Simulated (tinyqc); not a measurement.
# Electron mobility in a silicon inversion layer, empirical terms and Matthiessen rule, step by step

tinyqc, about 0.03 s, one thread, Intel Xeon 2.30GHz (shared host): `OMP_NUM_THREADS=1 python tinyqc.py 2510080 2510081 out.jsonl` Printed values are rounded.

Inversion layer of sheet density Ns on a uniformly doped body. The mobility terms are empirical power laws with prefactors chosen for the exercise; adding their inverses (Matthiessen) is itself an approximation.

Values chosen for this exercise; material values close to those of silicon: temperature T = 300 K; band gap Eg = 1.13 eV; relative permittivity of the semiconductor eps_r = 11.9; conduction-band density of states at T Nc = 2.83e19 cm^-3; valence-band density of states at T Nv = 2.64e19 cm^-3; body doping Nb = 5.3e17 cm^-3; reverse body bias Vsb = 0.6 V; weight of the inversion charge in the effective field eta = 0.5; gate capacitance Cox = 1.17 uF/cm^2; phonon-limited mobility at 1 MV/cm and 300 K Ap = 449 cm^2/(V s); roughness-limited mobility at 1 MV/cm As = 929 cm^2/(V s); exponent of the roughness term gs = 2; Coulomb prefactor Ac = 2500 cm^2/(V s); charge at the interface Nit = 3.2e11 cm^-2; inversion density Ns = 1.3e12 cm^-2; ratio W/L WL = 5; drain voltage Vd = 0.05 V; measured linear current I = 10.7 uA.

Constants: q = 1.602176634e-19 C, kB = 1.380649e-23 J/K, Vt = kB T/q, eps0 = 8.8541878128e-14 F/cm where lengths are in cm. Results are converted to the units shown.

## Depletion charge and effective field

ni = sqrt(Nc Nv) exp(-Eg/(2 Vt)), Eg in volts; Ndep = sqrt(2 eps0 eps_r Nb (2 Vt ln(Nb/ni) + Vsb)/q); E = q (Ndep + eta Ns)/(eps0 eps_r), in MV/cm.

ni = 8.812780e9 cm^-3
Ndep = 3.261682e12 cm^-2
E = 0.5948099 MV/cm

The depletion charge gives 83.4 % of the field.

## Mobility terms and their sum

With t = T/(300 K): muC = Ac (Ns/1e12 cm^-2) t/(Nb/1e17 cm^-3 + Nit/1e11 cm^-2), muP = Ap E^(-1/3) t^(-1.75), muS = As E^(-gs); 1/mu is the sum of the inverses.

terms (cm^2/(V s)): Coulomb 382.3529, phonon 533.8922, roughness 2625.786
mu = 205.3700 cm^2/(V s)
shares of 1/mu (%): Coulomb 53.71216, phonon 38.46657, roughness 7.821278

The Coulomb term limits most.

## Iteration 1: inversion density for the measured current

Ns at the start = 9.1e11 cm^-2

I = (W/L) q Ns mu Vd. E = q (Ndep + eta Ns)/(eps0 eps_r) in MV/cm. With t = T/(300 K): muC = Ac (Ns/1e12 cm^-2) t/(Nb/1e17 cm^-3 + Nit/1e11 cm^-2), muP = Ap E^(-1/3) t^(-1.75), muS = As E^(-gs); 1/mu is the sum of the inverses. Ns(new) = I/((W/L) q mu Vd).

E = 0.5651582 MV/cm
mu = 168.8773 cm^2/(V s)
Ns after iteration 1 = 1.581838e12 cm^-2

## Iteration 2: inversion density for the measured current

As before.

E = 0.6162381 MV/cm
mu = 224.5458 cm^2/(V s)
Ns after iteration 2 = 1.189675e12 cm^-2

## Course of the iteration: inversion density for the measured current

Stop when Ns changes by less than 1e5 cm^-2, or after 120 iterations.

Course of the iteration:
```
iteration   Ns (cm^-2)  |change| (cm^-2)
1          1.581838e12           6.72e11
2          1.189675e12           3.92e11
3          1.360336e12           1.71e11
4          1.272627e12           8.77e10
5          1.314490e12           4.19e10
6          1.293742e12           2.07e10
7          1.303841e12           1.01e10
8          1.298881e12            4.96e9
9          1.301306e12            2.43e9
...                ...               ...
16         1.300503e12            1.64e7
17         1.300511e12            8.02e6
18         1.300507e12            3.93e6
19         1.300509e12            1.92e6
20         1.300508e12            9.42e5
21         1.300509e12            4.61e5
22         1.300508e12            2.26e5
23         1.300508e12            1.11e5
24         1.300508e12            5.42e4
```

Converged in 24 iterations. At the end each change is about 0.49 times the one before, with alternating sign: linear convergence.

## Split C-V extraction

```
point  Vg (V)  Cgc (uF/cm^2)        I (uA)
0           0    4.516521e-5  8.712155e-10
1         0.1    0.001196858   6.123127e-7
2         0.2     0.03093955   4.184078e-4
3         0.3      0.4899647     0.1604455
4         0.4       1.111825      3.704849
5         0.5       1.167697      11.78016
6         0.6       1.169913      21.17342
7         0.7       1.169997      30.58721
8         0.8       1.170000      39.54087
9         0.9       1.170000      47.84697
10          1       1.170000      55.44494
11        1.1           1.17      62.33343
12        1.2           1.17      68.53936
```

Q(Vg) is the trapezoid sum of Cgc from the first point (where Q is taken as 0); mu_eff = I/((W/L) Q Vd); mu_FE = (dI/dVg)/((W/L) Cox Vd) with a backward difference. Listed from point 4 on.

```
point  Q (uC/cm^2)  mu_eff (cm^2/(V s))  mu_FE (cm^2/(V s))
4        0.1078036             137.4666            121.1762
5        0.2217797             212.4659            276.0788
6        0.3386602             250.0845            321.1372
7        0.4556557             268.5116            321.8390
8        0.5726555             276.1931            306.1081
9        0.6896555             277.5123            283.9691
10       0.8066555             274.9374            259.7597
11       0.9236555             269.9423            235.5038
12        1.040655             263.4469            212.1685
```

At the last point mu_FE is 19 % below mu_eff: where the mobility falls with gate voltage the slope of I understates it.
